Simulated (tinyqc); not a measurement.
# Pinning of the barrier by interface states

Cowley-Sze model with the space charge neglected: phiB = S (phiM - chi) + (1 - S)(Eg - phi0), S = 1/(1 + q Dit dl/(eps0 ei)), dl in cm.

Parameters, values chosen for the exercise; band and dielectric values close to those of 4H silicon carbide:
```
symbol  value  unit                                         meaning
Eg        3.3    eV                                        band gap
chi      3.57    eV                               electron affinity
dl        0.4    nm              thickness of the interfacial layer
ei        3.9        relative permittivity of the interfacial layer
phi0     1.16    eV            neutral level above the valence band
phiM     4.44    eV                             metal work function
```

Constants: q = 1.602176634e-19 C, eps0 = 8.8541878128e-14 F/cm where lengths are in cm. Results are converted to the units shown.

Results:
```
Dit (cm^-2 eV^-1),S,phiB (eV),change of phiB for 0.5 eV more work function (eV)
1e11,0.9981,0.8724,0.4991
3e11,0.9945,0.8770,0.4972
1e12,0.9818,0.8931,0.4909
3e12,0.9473,0.9370,0.4736
3e13,0.6424,1.324,0.3212
1e14,0.3502,1.695,0.1751
3e14,0.1523,1.947,0.07613
1e15,0.05113,2.075,0.02556
```

Estimate the missing row, Dit = 1e13 cm^-2 eV^-1.

Computed row:
```
Dit (cm^-2 eV^-1),S,phiB (eV),change of phiB for 0.5 eV more work function (eV)
1e13,0.8435,1.069,0.4217
```

With this row back in the table: S falls from 0.998 to 0.0511, passing 1/2 at Dit = eps0 ei/(q dl) = 5.39e13 cm^-2 eV^-1. The barrier rises from 0.872 to 2.08 eV, from near the Schottky-Mott value phiM - chi = 0.870 eV towards the pinned value Eg - phi0 = 2.14 eV.

tinyqc, about 0.05 s, one thread, Intel Xeon 2.30GHz (shared host): `OMP_NUM_THREADS=1 python tinyqc.py 2020118 2020119 out.jsonl`
